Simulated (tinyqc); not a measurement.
Exchange-only LDA atom on a uniform radial grid, spin-unpolarised, for He, step by step. Computed by tinyqc, a small Python program that keeps every step. Settings: Z = 2, points = 64, R = 13.0, functional = Slater exchange alone, mixing = 0.6, iteration cap = 89. Command: `OMP_NUM_THREADS=1 python tinyqc.py 28274 28275 out.jsonl` (the two numbers bound the seeds that draw the settings). One thread of a shared host (Intel(R) Xeon(R) Processor @ 2.60GHz), about 0.01 s of CPU time with the checks. Later iterations appear only in the table of the cycle.

## Iteration 1

Spherical atom on a uniform radial grid r_j = j h with h = R/(N + 1), h sum u^2 = 1 and integrals as h times sums, u(0) = u(R) = 0 (atomic units):
```
parameter            value
Z                        2
points N                64
R                13.000000
h                 0.200000
mixing            0.600000
electrons in 1s          2
```

Three-point differences turn -u''/2 + [l(l+1)/2r^2 - Z/r + V] u = e u into a tridiagonal matrix (diagonal 1/h^2 + potential, off-diagonal -1/2h^2). D = sum f u^2; the Hartree potential y/r solves y'' = -D/r with y(0) = 0, y(R) = N_e; v_xc comes from rho = D/(4 pi r^2); E = sum f e - int D V + int D (V_H/2 + eps_xc); V(new) = V + mixing (V_H + v_xc - V).

eigenvalues (hartree): 1s -1.925824

Every 4th grid point:
```
r              V in     u(1s)         D       V_H       v_xc
0.800000   0.000000  0.916199  1.678841  2.225689  -0.584158
1.600000   0.000000  0.384998  0.296448  1.240327  -0.206454
2.400000   0.000000  0.121336  0.029445  0.832942  -0.072965
3.200000   0.000000  0.033991  0.002311  0.624984  -0.025787
4.000000   0.000000  0.008927  0.000159  0.499999  -0.009114
4.800000   0.000000  0.002251  0.000010  0.416667  -0.003221
5.600000   0.000000  0.000552  6.09e-07  0.357143  -0.001138
6.400000   0.000000  0.000132  3.51e-08  0.312500  -0.000402
7.200000   0.000000  0.000031  1.96e-09  0.277778  -0.000142
8.000000   0.000000  0.000007  1.07e-10  0.250000  -0.000050
8.800000   0.000000  1.69e-06         0  0.227273  -0.000018
9.600000   0.000000  3.87e-07         0  0.208333   0.000000
10.400000  0.000000  8.81e-08         0  0.192308   0.000000
11.200000  0.000000  1.99e-08         0  0.178571   0.000000
12.000000  0.000000  4.38e-09         0  0.166667   0.000000
12.800000  0.000000  5.30e-10         0  0.156250   0.000000
```

total energy = -2.43635988 hartree

## Iteration 2

As before.

eigenvalues (hartree): 1s -0.903733

Every 4th grid point:
```
r              V in     u(1s)         D       V_H       v_xc
0.800000   0.984919  0.884506  1.564703  2.074234  -0.570608
1.600000   0.620324  0.491737  0.483610  1.221674  -0.243037
2.400000   0.455986  0.217743  0.094824  0.830976  -0.107750
3.200000   0.359518  0.088565  0.015688  0.624785  -0.048828
4.000000   0.294531  0.034527  0.002384  0.499979  -0.022456
4.800000   0.248067  0.013128  0.000345  0.416665  -0.010437
5.600000   0.213603  0.004910  0.000048  0.357143  -0.004888
6.400000   0.187259  0.001815  0.000007  0.312500  -0.002303
7.200000   0.166581  0.000665  8.84e-07  0.277778  -0.001090
8.000000   0.149970  0.000242  1.17e-07  0.250000  -0.000518
8.800000   0.136353  0.000087  1.53e-08  0.227273  -0.000247
9.600000   0.125000  0.000031  1.98e-09  0.208333  -0.000118
10.400000  0.115385  0.000011  2.54e-10  0.192308  -0.000056
11.200000  0.107143  3.99e-06  3.19e-11  0.178571  -0.000027
12.000000  0.100000  1.33e-06         0  0.166667   0.000000
12.800000  0.093750  2.06e-07         0  0.156250   0.000000
```

total energy = -2.58761905 hartree

## Convergence

Stop when input and output potentials agree to 1e-7.

Course of the cycle (hartree):
```
iteration            E      e(1s)  largest |V(out) - V(in)|
1          -2.43635988  -1.925824                  2.44e+00
2          -2.58761905  -0.903733                  5.92e-01
3          -2.59915626  -0.612092                  1.59e-01
4          -2.59967928  -0.527427                  5.37e-02
5          -2.59972119  -0.499590                  2.01e-02
6          -2.59972716  -0.489431                  7.76e-03
7          -2.59972810  -0.485561                  3.01e-03
8          -2.59972825  -0.484066                  1.17e-03
9          -2.59972827  -0.483487                  4.55e-04
10         -2.59972827  -0.483263                  1.77e-04
11         -2.59972828  -0.483176                  6.89e-05
12         -2.59972828  -0.483142                  2.69e-05
13         -2.59972828  -0.483129                  1.05e-05
14         -2.59972828  -0.483124                  4.09e-06
15         -2.59972828  -0.483122                  1.59e-06
16         -2.59972828  -0.483121                  6.21e-07
17         -2.59972828  -0.483121                  2.42e-07
18         -2.59972828  -0.483121                  9.41e-08
```

Converged in 18 iterations. A uniform grid resolves the cusp poorly: for a bare nucleus this grid gives 1s at -1.92582 against -Z^2/2 = -2 hartree. Before convergence this energy mixes input and output and is not variational, so it may rise towards its limit.
